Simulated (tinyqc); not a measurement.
Reverse leakage of an n+-p junction: diffusion, generation, trap-assisted and band-to-band tunnelling: two steps of the calculation.

One-sided abrupt junction in the depletion approximation, x from the junction (0) to W on the p side, field F = F0 (1 - x/W). Flat quasi-Fermi levels, long p side. Traps generate through SRH with both lifetimes shortened by 1 + Gamma (Hurkx enhancement, form for moderate fields); band-to-band generation is local and needs a total bending above Eg.

Inputs (values chosen for the exercise); band and dielectric values close to those of silicon: temperature T = 300 K; band gap Eg = 1.1 eV; relative permittivity eps_r = 11.5; conduction-band density of states at T Nc = 2.79e19 cm^-3; valence-band density of states at T Nv = 2.65e19 cm^-3; acceptor density of the lighter side Na = 2.8e16 cm^-3; donor density of the heavier side Nd = 5e19 cm^-3; SRH lifetime of both carriers at zero field tau = 3e-8 s; trap level above the intrinsic level Et = 0.02 eV; tunnelling mass mt = 0.27 m0; electron diffusion coefficient on the lighter side Dn = 6.1 cm^2/s; band-to-band prefactor Ab = 3.8e14 cm^-0.5 V^-2.5 s^-1; band-to-band field constant Bb = 1.85e7 V/cm; reverse bias VR = 2.4 V.

Constants: q = 1.602176634e-19 C, kB = 1.380649e-23 J/K, hbar = 1.054571817e-34 J s, m0 = 9.1093837015e-31 kg, Vt = kB T/q, eps0 = 8.8541878128e-14 F/cm where lengths are in cm. Results are converted to the units shown.

Question 1. Field, scales and diffusion current. ni = sqrt(Nc Nv) exp(-Eg/(2 Vt)), Eg in volts; Vbi = Vt ln(Na Nd/ni^2); W = sqrt(2 eps0 eps_r (Vbi + VR)/(q Na)); F0 = 2 (Vbi + VR)/W; FG = sqrt(24 mt m0 (kB T)^3)/(q hbar); J_diff = q ni^2 sqrt(Dn/tau)(1 - exp(-VR/Vt))/Na.

Give: ni; Vbi; W; F0; FG; J_diff.

Answer 1.

ni = 1.5661e10 cm^-3
Vbi = 0.93793 V
W = 389.26 nm
F0 = 171.50 kV/cm
FG = 383.31 kV/cm
J_diff = 2.0013e-11 A/cm^2

Question 2. Generation rates across the layer. u = (Vbi + VR)(1 - x/W)^2, p = Na exp(-u/Vt), n = Nd exp((u - Vbi - VR)/Vt); G0 = ni^2 (1 - exp(-VR/Vt))/(tau (n + p + 2 ni cosh(Et/Vt))); Gamma = 2 sqrt(3 pi)(F/FG) exp((F/FG)^2); trap-assisted part G0 Gamma; G_bb = Ab F^2.5 exp(-Bb/F) with F in V/cm, zero unless Vbi + VR > Eg, and counted as zero under 1 cm^-3 s^-1. 13 equal steps.

ni = 1.5661440e10 cm^-3
Vbi = 0.93792608 V
W = 389.26237 nm
F0 = 171.50006 kV/cm
FG = 383.31186 kV/cm

Find: x; F; Gamma; G0; G0 Gamma; G_bb.

Answer 2.

| point | x (nm) | F (kV/cm) | Gamma | G0 (cm^-3 s^-1) | G0 Gamma (cm^-3 s^-1) | G_bb (cm^-3 s^-1) |
|---|---|---|---|---|---|---|
| 0 | 0.0 | 171.5 | 3.356 | 1.635e8 | 5.488e8 | 0.000 |
| 1 | 29.9 | 158.3 | 3.007 | 2.775e16 | 8.346e16 | 0.000 |
| 2 | 59.9 | 145.1 | 2.683 | 1.986e17 | 5.327e17 | 0.000 |
| 3 | 89.8 | 131.9 | 2.379 | 1.986e17 | 4.724e17 | 0.000 |
| 4 | 119.8 | 118.7 | 2.093 | 1.986e17 | 4.157e17 | 0.000 |
| 5 | 149.7 | 105.5 | 1.824 | 1.986e17 | 3.621e17 | 0.000 |
| 6 | 179.7 | 92.3 | 1.568 | 1.986e17 | 3.113e17 | 0.000 |
| 7 | 209.6 | 79.2 | 1.323 | 1.986e17 | 2.627e17 | 0.000 |
| 8 | 239.5 | 66.0 | 1.088 | 1.979e17 | 2.154e17 | 0.000 |
| 9 | 269.5 | 52.8 | 0.8614 | 4.576e16 | 3.942e16 | 0.000 |
| 10 | 299.4 | 39.6 | 0.6407 | 2.825e14 | 1.810e14 | 0.000 |
| 11 | 329.4 | 26.4 | 0.4246 | 6.203e12 | 2.634e12 | 0.000 |
| 12 | 359.3 | 13.2 | 0.2116 | 6.269e11 | 1.326e11 | 0.000 |
| 13 | 389.3 | 0.0 | 0 | 2.920e11 | 0 | 0.000 |

Range of the model: The n+ side is degenerate, so Vbi from Boltzmann statistics is only a guide.

Computed by the program tinyqc: `OMP_NUM_THREADS=1 python tinyqc.py 2290112 2290113 out.jsonl`, one thread of a shared Intel Xeon 2.30GHz, about 0.01 s for the whole run.
